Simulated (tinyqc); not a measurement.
Worked calculation: Weaire-Thorpe hybrids on a Bethe lattice: gap and dangling bond of an amorphous tetrahedral solid. Values are carried at full precision from step to step, so a last printed digit may differ when a step is redone from the rounded ones.

Four sp3 hybrids an atom at energy 0, coupled by -V1 on the atom and by -V2 along a bond; the bonds form a tree (no rings). For any network the gap runs at least from -V2 + V1 to V2 - 3 V1, and p-like states pile up at -V2 + V1 and V2 + V1. On the tree the gap is wider: it ends at Ec = -V1 + sqrt(V2^2 + 4 V1^2 - 2 sqrt3 V1 V2), which makes it well wider than the gaps of the real glasses. A branch seen from a hybrid has the self-energy S = V2^2 g, where g is the Green function of the hybrid across the bond, whose three partners carry S themselves. With a = z - V1, b = a - S: g = 1/(a + V1 b/(b + 3 V1)), z = E + i eta. A full atom has G = (1/b)(b + 3 V1)/(b + 4 V1) per hybrid; a dangling hybrid with shift dh has G = 1/(1/g - dh).

Values chosen for the exercise (of the size of tabulated hybrid energies for amorphous silicon; the results hold for these values, not for the real material): V1 = 1.84 eV (coupling of two hybrids on one atom); V2 = 4.5 eV (coupling of the two hybrids of a bond); E = -2.89 eV (energy); eta = 0.02 eV (broadening); dh = -0.8 eV (shift of the dangling hybrid (rehybridisation)).

## Edges

Bounds -V2 + V1 and V2 - 3 V1. On the tree the s-like bands are narrower: E = -V1 -/+ sqrt(V2^2 + 4 V1^2 + V1 V2 e) with e from -2 sqrt3 to 2 sqrt3 (for a crystal, -4 to 4), so the conduction edge is -V1 + sqrt(V2^2 + 4 V1^2 - 2 sqrt3 V1 V2).

edges (eV): Ev -2.6600, Ec(bound) -1.0200, Ec(tree) 0.4205

gaps (eV): (bound, reached in the crystal) 1.6400, (tree) 3.0805

The gap needs no periodicity, only V2 > 2 V1 (here V2/V1 = 2.446); leaving out rings widens it by 1.440 eV. Two parameters give the trend, not the value.

## The self-energy at one energy

S = V2^2 g is a quadratic A S^2 + B S + C = 0 with A = a + V1, B = -(a (a + 4 V1) + V2^2), C = V2^2 (a + 3 V1), a = z - V1. Of the two roots take the one with Im S < 0 (if both qualify, the decaying one, with the smaller |V1 V2 g/(b + 3 V1)|).

A, B, C: -2.8900+0.0200i  -7.8097+0.0420i  15.9975+0.4050i

roots (eV): 1.3620+0.0318i  -4.0643-0.0360i

S = -4.0643-0.0360i eV

## Densities at that energy

With z = E + i eta, b = z - V1 - S: full atom G = (b + 3 V1)/(b (b + 4 V1)); g = S/V2^2; dangling hybrid 1/(1/g - dh); densities -Im G/pi.

G (1/eV): (bulk) -1.0813-0.0944i, (dangling with dh = 0) -0.2007-0.0018i, (dangling with dh) -0.2391-0.0025i
densities (1/eV): (bulk) 0.0301, (dangling with dh = 0) 0.0006, (dangling with dh) 0.0008

## The dangling-bond level

For eta = 0 the level solves 1/g(E) = dh inside the gap (bisection); its weight on the dangling hybrid is 1/(d(1/g)/dE), by central differences with step 1e-5 eV.

level = -0.4442 eV
above Ev = 2.2158 eV
weight on the dangling hybrid = 0.598

The level lies at 72 % of the gap of the tree; 40 % of it spreads over the back bonds.

## Checks

- Conduction edge from the formula against the zero of the discriminant: both 0.420451.
- S from the quadratic against damped iteration of S = V2^2 g: both -4.064256.

Program tinyqc; command `OMP_NUM_THREADS=1 python tinyqc.py 1452467 1452468 out.jsonl`; about 0.02 s on one thread of a shared Intel(R) Xeon(R) Processor @ 2.30GHz.
